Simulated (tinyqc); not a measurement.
Inside a calculation. Model: ballistic Schottky-barrier transistor with a two-dimensional channel, WKB contacts.

tinyqc, about 0.3 s, one thread, Intel Xeon 2.30GHz (shared host): `OMP_NUM_THREADS=1 python tinyqc.py 2390065 2390066 out.jsonl` Printed values are rounded.

Source Fermi level 0, drain Fermi level -Vd. Far from the contacts Ec = pn - psi, and the gate moves psi one to one; the band edges relax as exp(-x/lam) from pn at the source and pn - Vd at the drain; Ev = Ec - Eg. A carrier of energy w inside the channel band meets at a contact a barrier of height D (the contact edge beyond the channel edge): T = 1 for w >= D, else exp(-S), S = 4 lam sqrt(m/C) [sqrt(D - w) - sqrt(w) arctan sqrt((D - w)/w)], C = hbar^2/(2 m0). The two contacts combine as Ts Td/(Ts + Td - Ts Td).

Values chosen for this exercise; channel values close to those of a molybdenum disulphide layer:

| symbol | value | unit | meaning |
|---|---|---|---|
| T | 350 | K | temperature |
| Eg | 1.7 | eV | band gap |
| pn | 0.5 | eV | barrier for electrons at both contacts |
| mn | 0.47 | m0 | electron mass |
| mp | 0.6 | m0 | hole mass |
| g | 2 |  | valleys or subbands |
| lam | 3.6 | nm | screening length at the contacts |
| Vd | 0.3 | V | drain bias |
| ps | 0.33 | V | band shift psi of the channel by the gate |
| w0 | 0.1 | eV | energy of one carrier inside the channel band |
| wm | 0.54 | eV | upper end of the grid |
| nE | 13 |  | points of the grid |

Constants: q = 1.602176634e-19 C, kB = 1.380649e-23 J/K, hbar = 1.054571817e-34 J s, h = 6.62607015e-34 J s, m0 = 9.1093837015e-31 kg, Vt = kB T/q, hbar^2/(2 m0) = 0.0380998212 eV nm^2. Results are converted to the units shown.

Range of the model: No scattering, image-force lowering, channel charge or band-to-band tunnelling; parabolic kappa overstates S deep in the gap.

## Band edges and barriers

Electrons: Ds = psi, Dd = psi - Vd, Es = Ec, Ed = Ec + Vd. Holes: Ds = -psi, Dd = Vd - psi, Es = -Ev, Ed = -Ev - Vd. The size of each current is taken; both flow from drain to source and add.

Ec = 0.17 eV
Ev = -1.53 eV
D for electrons (eV): source 0.330000, drain 0.030000
D for holes (eV): source -0.330000, drain -0.030000

A negative D is no barrier. Here the electrons carry the larger current.

## Transmission of one of the electrons

S and T at both contacts for w = w0, and the tunnelling distance lam ln(D/w) at the higher barrier.

S at the source = 8.45621
S at the drain = 0
combined T = 2.12576e-4
tunnelling distance = 4.29812 nm

## Current of the electrons on a coarse grid

I/W = g (2 q^2/h) int T(w) [N(Es + w) - N(Ed + w)] dw with w the energy of motion along the channel, N(y) = (1/2 pi) sqrt(pi m kB T/C) Fm(-y/kB T), Fm(x) = (1/sqrt(pi)) int_0^infinity u^(-1/2)/(1 + exp(u - x)) du. Electrons: Ds = psi, Dd = psi - Vd, Es = Ec, Ed = Ec + Vd. Holes: Ds = -psi, Dd = Vd - psi, Es = -Ev, Ed = -Ev - Vd. The size of each current is taken; both flow from drain to source and add. Simpson's rule on nE equally spaced w from 0 to wm.

```
point	w (eV)	Ts	Td	T	size of the supply difference (1/um)
0	0.000000	2.40979e-13	1.56864e-4	2.40979e-13	0.611923
1	0.045000	6.77022e-7	1	6.77022e-7	0.137903
2	0.090000	9.31990e-5	1	9.31990e-5	0.0310307
3	0.135000	0.00238124	1	0.00238124	0.00698012
4	0.180000	0.0244287	1	0.0244287	0.00157001
5	0.225000	0.133881	1	0.133881	3.53128e-4
6	0.270000	0.444012	1	0.444012	7.94257e-5
7	0.315000	0.908822	1	0.908822	1.78644e-5
8	0.360000	1	1	1	4.01808e-6
9	0.405000	1	1	1	9.03746e-7
10	0.450000	1	1	1	2.03271e-7
11	0.495000	1	1	1	4.57197e-8
12	0.540000	1	1	1	1.02833e-8
```

current = 0.00113010 uA/um

A converged quadrature gives 0.001129 uA/um; this grid is 0.14 % above that. 4.50 % of it passes over both barriers, the rest tunnels. The other carrier adds 1.77e-15 uA/um.
